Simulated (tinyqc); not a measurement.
Electroplating on a thin resistive seed layer: kinetics, Wagner number and the terminal effect across a wafer. Inputs raised by 2 %, one at a time. Computed by tinyqc, a small Python program. Command: `OMP_NUM_THREADS=1 python tinyqc.py 3121477 3121478 out.jsonl terminal sens`. One thread of a shared host (Intel(R) Xeon(R) Processor @ 2.30GHz), about 0.06 s of CPU time with the checks.

Current enters the seed at the rim. The bath is treated as a local resistance per area (no lateral flow in the liquid), two electrons per ion, molar volume 7.11 cm^3/mol, Faraday constant F = e N_A, kinematic viscosity 0.01 cm^2/s, omega = 2 pi x rpm/60; k_B T/e is in volts.

Inputs (values chosen for the exercise, of the order of those for copper plating from an acid sulfate bath):
```
quantity                               value         unit
wafer radius R                           7.5           cm
seed thickness t                          32           nm
seed resistivity                          16  microohm cm
bath conductivity kappa                 0.48         S/cm
gap to the anode h                       8.3           cm
extra resistance of a porous plate         0     ohm cm^2
exchange current density i_0             0.8      mA/cm^2
cathodic transfer coefficient alpha     0.82            -
mean current density                      14      mA/cm^2
diffusivity of the metal ion         4.2e-06       cm^2/s
metal ion concentration                 0.58        mol/L
rotation rate                             60          rpm
temperature T                            298            K
```

Constants: e = 1.602176634e-19 C; N_A = 6.02214076e+23 1/mol; k_B = 8.617333262e-05 eV/K.

Method:
- Growth rate = i V_m/(2 F). Levich limit i_L = 0.62 x 2 F D^(2/3) omega^(1/2) nu^(-1/6) c. Tafel overpotential eta = (k_B T/(alpha e)) ln(i/i_0); kinetic resistance k_B T/(alpha e i); bath resistance h/kappa + plate; R_s = resistivity/t; Wagner number = kinetic resistance x kappa/R.
- Linearised: with R_t = kinetic + bath resistance the current density obeys (1/r)(r i')' = i R_s/R_t, so i = A I_0(r/l), l = sqrt(R_t/R_s); with x = R/l, edge/centre = I_0(x) and edge/mean = x I_0(x)/(2 I_1(x)).
- Voltage drop in the seed for a uniform current: i R_s R^2/4.

Runs:
```
input moved                             from      to  edge over centre, linear  length l (cm)  drop for uniform current (mV)  Wagner number
base run                                   -       -                     9.476         1.9763                          984.4        0.14316
wafer radius R (cm)                      7.5    7.65                    10.113         1.9763                         1024.1        0.14035
seed thickness t (nm)                     32   32.64                     9.178         1.9960                          965.1        0.14316
bath conductivity kappa (S/cm)          0.48  0.4896                     9.751         1.9591                          984.4        0.14603
gap to the anode h (cm)                  8.3   8.466                     9.211         1.9937                          984.4        0.14316
cathodic transfer coefficient alpha     0.82  0.8364                     9.511         1.9741                          984.4        0.14035
mean current density (mA/cm^2)            14   14.28                     9.511         1.9741                         1004.1        0.14035
exchange current density i_0 (mA/cm^2)   0.8   0.816                     9.476         1.9763                          984.4        0.14316
```

Exponents ln(y'/y) / ln(x'/x):
```
input                                edge over centre, linear  length l  drop for uniform current  Wagner number
wafer radius R                                          3.284     0.000                         2             -1
seed thickness t                                       -1.613     0.500                        -1              0
bath conductivity kappa                                 1.443    -0.442                         0              1
gap to the anode h                                     -1.431     0.443                         0              0
cathodic transfer coefficient alpha                     0.184    -0.057                         0             -1
mean current density                                    0.184    -0.057                         1             -1
exchange current density i_0                            0.000     0.000                         0              0
```

To which inputs is each result most sensitive?

Among the inputs moved here: edge over centre, linear answers most in size to wafer radius R (exponent +3.284), next to seed thickness t (-1.613); its exponent is below 0.0005 for exchange current density i_0. Length l answers most in size to seed thickness t (exponent +0.500), next to gap to the anode h (+0.443); its exponent is below 0.0005 for wafer radius R, exchange current density i_0. Its exponent +0.500 in seed thickness t: l = sqrt(R_t/R_s). Drop for uniform current answers most in size to wafer radius R (exponent +2.000), next to seed thickness t (-1.000); its exponent is below 0.0005 for bath conductivity kappa, gap to the anode h, cathodic transfer coefficient alpha, exchange current density i_0. Wagner number answers most in size to wafer radius R (exponent -1.000), and about equally to bath conductivity kappa (+1.000), mean current density (-1.000), cathodic transfer coefficient alpha (-1.000); its exponent is below 0.0005 for seed thickness t, gap to the anode h, exchange current density i_0.
